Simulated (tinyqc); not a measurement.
Growth mode over temperature: epitaxial growth on a vicinal surface: Burton-Cabrera-Frank step flow, step-edge barrier and island nucleation. Computed by tinyqc, a small Python program. Command: `OMP_NUM_THREADS=1 python tinyqc.py 3005823 3005824 out.jsonl stepflow walk`. One thread of a shared host (Intel(R) Xeon(R) Processor @ 2.30GHz), about 0.03 s of CPU time with the checks.

Adatoms land at rate F, hop on a square grid (a simplification for hexagonal faces), desorb, or join steps. Lengths are in units of a and n is the adatom coverage. Steps ascend at x = 0 and descend at x = l.

Inputs (values chosen for the exercise, close to those used for 4H-SiC(0001)): site spacing a = 3.08 angstrom; step height h = 2.52 angstrom; diffusion barrier E_d = 1.94 eV; desorption energy E_a = 4.05 eV; adatom formation energy E_f = 1.71 eV; step-edge barrier E_s = 0.046 eV; attempt frequency nu = 10 THz; deposition rate F = 0.036 layers/s; miscut angle = 0.5 degrees; temperature T = 1370 C; critical nucleus size i = 1.

Constants: k_B = 8.617333262e-05 eV/K.

Method:
- D = nu exp(-E_d/(k_B T)) (a^2/s, nu counted per direction); tau = exp(E_a/(k_B T))/nu; x_s = sqrt(D tau); n_eq = exp(-E_f/(k_B T)); terrace width l = h/(a tan(miscut)); Schwoebel length l_s = exp(E_s/(k_B T)) - 1.
- D n'' - n/tau + F = 0 with n(0) = n_eq and -l_s n'(l) = n(l) - n_eq. With u = n - F tau, A = n_eq - F tau, y = l/x_s, s = l_s/x_s: u = A cosh(x/x_s) + B sinh(x/x_s), B = A (1 - cosh y - s sinh y)/(sinh y + s cosh y). Flux into the ascending step J+ = D B/x_s, over the descending one J- = -(D/x_s)(A sinh y + B cosh y); step velocity J+ + J-; growth rate (J+ + J-)/l. For small y: J+ + J- = (F - n_eq/tau) l, J-/J+ = l/(l + 2 l_s).
- Island density on a flat surface without desorption: N = 0.25 (F/D)^(i/(i+2)) exp(E_i/((i+2) k_B T)) per site, with E_i = 0 for i = 1; spacing l_n = N^(-1/2). Step flow needs an effective width l_eff = 2 x(peak) below l_n.
- Temperatures in kelvin are T(C) + 273.15.
- x(peak) solves tanh(x/x_s) = -B/A. Rows where evaporation outweighs deposition are left out.

Scales:
```
T (C)  x_s (a)  l_s (a)  incorporated share  l_n (a)  l_eff/l_n
1170    4833.7  0.44758             0.99997   37.946     2.4825
1220    3638.4  0.42976             0.99993   41.398     2.2751
1270    2789.5  0.41329             0.99986   44.909     2.0968
1320    2174.7  0.39803             0.99968   48.471     1.9424
1370    1721.2  0.38385             0.99915   52.072     1.8078
1420    1381.3  0.37064             0.99762   55.704     1.6897
1470    1122.5  0.35830             0.99324   59.360     1.5854
1520     922.9  0.34675             0.98117   63.032     1.4929
1570     766.9  0.33592             0.94938   66.713     1.4103
```

What follows from these numbers?

The ratio stays above 1: islands in every row. Incorporation goes from 100.0 % to 94.9 %.

Extremes, crossings and ranges named in words are read from the listed rows.
